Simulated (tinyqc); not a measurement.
Doping level: carrier statistics of a doped semiconductor with parabolic bands.

Eg(T) = Eg0 - al T^2/(T + be); m_de = Mv^(2/3) (ml mt^2)^(1/3); m_dh = (mhh^(3/2) + mlh^(3/2))^(2/3); Nc and Nv from N = 2 (m kB T/(4 pi c))^(3/2) with c = hbar^2/2m0, in 1/angstrom^3; times 1e24 for 1/cm^3.

Energies are counted from Ev, so Ec = Eg. n = Nc F_1/2((EF - Eg)/kT), p = Nv F_1/2(-EF/kT), ND+ = ND/(1 + 2 exp((EF - Eg + ED)/kT)), NA- = NA/(1 + 4 exp((EA - EF)/kT)); neutrality asks p + ND+ = n + NA-. F_j(eta) = (1/Gamma(j + 1)) integral_0^infinity x^j dx/(1 + exp(x - eta)), which tends to exp(eta) for eta << 0.

Constants: hbar^2/2m0 = 3.80998211 eV angstrom^2; kB = 8.617333262e-05 eV/K.

Inputs chosen for the exercise (near those of Ge; the results hold for these values, not for the real material): Eg0 = 0.7426 eV (gap at 0 K); al = 0.000482 eV/K (Varshni alpha); be = 234 K (Varshni beta); ml = 1.58 m0 (longitudinal electron mass); mt = 0.0809 m0 (transverse electron mass); Mv = 4 (equivalent valleys); mhh = 0.333 m0 (heavy-hole mass); mlh = 0.0428 m0 (light-hole mass); ED = 0.012 eV (donor level below Ec); EA = 0.0111 eV (acceptor level above Ev); T = 250 K.

Only acceptors are present (ND = 0); eta is the distance of EF beyond the valence edge in units of kT.

Neutral state:
```
NA (1/cm^3)  EF (eV)  majority (1/cm^3)  ionised share     eta
1.0e+14       0.2274           1.00e+14          1.000  -10.56
1.0e+15       0.1778           9.98e+14          0.998   -8.25
1.0e+16       0.1285           9.83e+15          0.983   -5.97
1.0e+17       0.0815           8.68e+16          0.868   -3.78
3.0e+18       0.0266           1.02e+18          0.339   -1.23
1.0e+19       0.0106           1.96e+18          0.196   -0.49
3.0e+19      -0.0037           3.35e+18          0.112    0.17
```

Give the missing row, NA (1/cm^3) = 1.0e+18.

Computed row:
```
NA (1/cm^3)  EF (eV)  majority (1/cm^3)  ionised share    eta
1.0e+18       0.0423           5.15e+17          0.515  -1.96
```

The impurity level lies at 0.0111 eV. The ionised share falls from 1.000 to 0.112 as EF passes through it between 3e+18 and 1e+19 1/cm^3 (share 1/5 there); it is below one half from 3e+18 1/cm^3 on. Over the last two rows the doping grows threefold and the majority density by a factor 1.71. EF comes within 3 kT of the majority band edge from 1e+18 1/cm^3 on. Above roughly 5e+17 1/cm^3 (N^(1/3) a = 0.26, with the radius a = sqrt(c/(m E)) from the ionisation energy E and the mass mhh) the levels merge with the band and real ionisation is complete; sharp levels then overstate freeze-out.

(tinyqc, `OMP_NUM_THREADS=1 python tinyqc.py 1682237 1682238 out.jsonl`, Intel(R) Xeon(R) Processor @ 2.30GHz, 1 thread, shared host, about 0.01 s.)
